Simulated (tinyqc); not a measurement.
# Permittivity of the insulator from five potentials

Question. A node lies on a semiconductor-insulator interface. Steps: hs = tb/2 down into the semiconductor, ho = tox/1 up into the insulator, hy = L/5 sideways. The flux balance of its box reads eox (hy/ho)(above - node) + eps_r (hy/hs)(below - node) + [(eps_r hs + eox ho)/(2 hy)](left + right - 2 node) - q Na (hs/2) hy/eps0 = 0. Find eox.

Inputs (values chosen for the exercise); semiconductor permittivity close to that of silicon: relative permittivity of the semiconductor eps_r = 11.5; body thickness tb = 6 nm; insulator thickness tox = 4 nm; channel length L = 46 nm; acceptor density of the depleted body Na = 0 cm^-3.

Constants: q = 1.602176634e-19 C, eps0 = 8.8541878128e-14 F/cm where lengths are in cm. Results are converted to the units shown.

psi (V): node 0.13028981, above 0.05, below 0.16109596, left 0.097616621, right 0.31318241

Answer. The balance is linear in eox.

eox = 9.000

Computed by the program tinyqc: `OMP_NUM_THREADS=1 python tinyqc.py 2480122 2480123 out.jsonl`, one thread of a shared Intel Xeon 2.30GHz, about 0.1 s for the whole run.
